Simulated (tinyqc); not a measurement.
Shape and dimension: spherical quantum dot.

Constants: hbar^2/2m0 = 3.80998211 eV angstrom^2.

Inputs chosen for the exercise (near those of a non-polar GaN dot in AlGaN; the results hold for these values, not for the real material):
- R = 22 angstrom (radius)
- V0 = 0.42 eV (barrier height)
- mw = 0.193 m0 (mass inside)
- mb = 0.234 m0 (mass outside)

Lowest level with hard walls: film c (pi/2R)^2/mw, cylinder c (2.404826/R)^2/mw, sphere c (pi/R)^2/mw, square or cube of side a: 2 or 3 times c (pi/a)^2/mw; c = hbar^2/2m0. Finite barriers V0 with outer mass mb and psi, psi'/m continuous for film, cylinder and sphere (not separable for the square and the cube: dash).

Lowest level (eV):

| shape | hard walls | finite barrier |
|---|---|---|
| film, width 2R | 0.1006 | 0.0554 |
| cylinder, radius R | 0.2359 | 0.1265 |
| square wire of equal area | 0.2563 | - |
| sphere, radius R | 0.4026 | 0.2094 |
| cube of equal volume | 0.4647 | - |

With hard walls the levels of film, cylinder and sphere stand as 1 : 2.34 : 4.00; with the finite barrier as 1 : 2.28 : 3.78. The square lies 8.6 % above the circle of equal area and the cube 15.5 % above the sphere of equal volume: round shapes give the lowest level for a given size.

tinyqc: `OMP_NUM_THREADS=1 python tinyqc.py 1280102 1280103 out.jsonl`; about 0.06 s, one thread, shared Intel(R) Xeon(R) Processor @ 2.30GHz.
